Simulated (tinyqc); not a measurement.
Reverse leakage of an n+-p junction: diffusion, generation, trap-assisted and band-to-band tunnelling: leakage components against the trap level above the intrinsic level.

One-sided abrupt junction in the depletion approximation, x from the junction (0) to W on the p side, field F = F0 (1 - x/W). Flat quasi-Fermi levels, long p side. Traps generate through SRH with both lifetimes shortened by 1 + Gamma (Hurkx enhancement, form for moderate fields); band-to-band generation is local and needs a total bending above Eg.

ni = sqrt(Nc Nv) exp(-Eg/(2 Vt)), Eg in volts; Vbi = Vt ln(Na Nd/ni^2); W = sqrt(2 eps0 eps_r (Vbi + VR)/(q Na)); F0 = 2 (Vbi + VR)/W; FG = sqrt(24 mt m0 (kB T)^3)/(q hbar); J_diff = q ni^2 sqrt(Dn/tau)(1 - exp(-VR/Vt))/Na. u = (Vbi + VR)(1 - x/W)^2, p = Na exp(-u/Vt), n = Nd exp((u - Vbi - VR)/Vt); G0 = ni^2 (1 - exp(-VR/Vt))/(tau (n + p + 2 ni cosh(Et/Vt))); Gamma = 2 sqrt(3 pi)(F/FG) exp((F/FG)^2); trap-assisted part G0 Gamma; G_bb = Ab F^2.5 exp(-Bb/F) with F in V/cm, zero unless Vbi + VR > Eg. Currents are q times the integrals over 0 to W; J_bb under 1e-8 of J is printed as 0; rows with F0/FG above 2.2, beyond the range of this Gamma, are left out.

Parameters, values chosen for the exercise; band and dielectric values close to those of gallium arsenide:
- T = 250 K (temperature)
- Eg = 1.41 eV (band gap)
- eps_r = 13 (relative permittivity)
- Nc = 3.29e17 cm^-3 (conduction-band density of states at T)
- Nv = 6.91e18 cm^-3 (valence-band density of states at T)
- Na = 3.6e16 cm^-3 (acceptor density of the lighter side)
- Nd = 5e19 cm^-3 (donor density of the heavier side)
- tau = 8e-6 s (SRH lifetime of both carriers at zero field)
- mt = 0.087 m0 (tunnelling mass)
- Dn = 3.4 cm^2/s (electron diffusion coefficient on the lighter side)
- Ab = 1.9e16 cm^-0.5 V^-2.5 s^-1 (band-to-band prefactor)
- Bb = 1.59e7 V/cm (band-to-band field constant)
- VR = 2.1 V (reverse bias)

Constants: q = 1.602176634e-19 C, kB = 1.380649e-23 J/K, hbar = 1.054571817e-34 J s, m0 = 9.1093837015e-31 kg, Vt = kB T/q, eps0 = 8.8541878128e-14 F/cm where lengths are in cm. Results are converted to the units shown.

The same in every row: F0 (kV/cm) = 187; F0/FG = 1.13; J_diff (A/cm^2) = 2.48e-25; J_bb (A/cm^2) = 0.

Result of one run:

| Et (eV) | J_SRH (A/cm^2) | J_TAT (A/cm^2) | J (A/cm^2) | largest part |
|---|---|---|---|---|
| 0.3 | 3.88e-21 | 3.19e-20 | 3.58e-20 | trap-assisted tunnelling |

What becomes of these results when the trap level above the intrinsic level Et is changed from 0.3 to -0.3 eV, all else the same?

Result of the changed run:

| Et (eV) | J_SRH (A/cm^2) | J_TAT (A/cm^2) | J (A/cm^2) | largest part |
|---|---|---|---|---|
| -0.3 | 3.88e-21 | 3.19e-20 | 3.58e-20 | trap-assisted tunnelling |

The whole series:

| Et (eV) | J_SRH (A/cm^2) | J_TAT (A/cm^2) | J (A/cm^2) | largest part |
|---|---|---|---|---|
| -0.3 | 3.88e-21 | 3.19e-20 | 3.58e-20 | trap-assisted tunnelling |
| -0.2 | 3.64e-19 | 3.05e-18 | 3.41e-18 | trap-assisted tunnelling |
| -0.1 | 3.41e-17 | 2.90e-16 | 3.24e-16 | trap-assisted tunnelling |
| 0 | 1.62e-15 | 1.38e-14 | 1.55e-14 | trap-assisted tunnelling |
| 0.1 | 3.41e-17 | 2.90e-16 | 3.24e-16 | trap-assisted tunnelling |
| 0.2 | 3.64e-19 | 3.05e-18 | 3.41e-18 | trap-assisted tunnelling |
| 0.3 | 3.88e-21 | 3.19e-20 | 3.58e-20 | trap-assisted tunnelling |

J goes from 3.58e-20 through a maximum of 1.55e-14 (at Et = 0 among the rows listed) to 3.58e-20 A/cm^2. Trap-assisted tunnelling leads at Et = -0.3 and in all other rows.

Range of the model: The n+ side is degenerate, so Vbi from Boltzmann statistics is only a guide.

Numbers from tinyqc (`OMP_NUM_THREADS=1 python tinyqc.py 2290049 2290050 out.jsonl`; about 0.01 s on one thread of a shared Intel Xeon 2.30GHz).
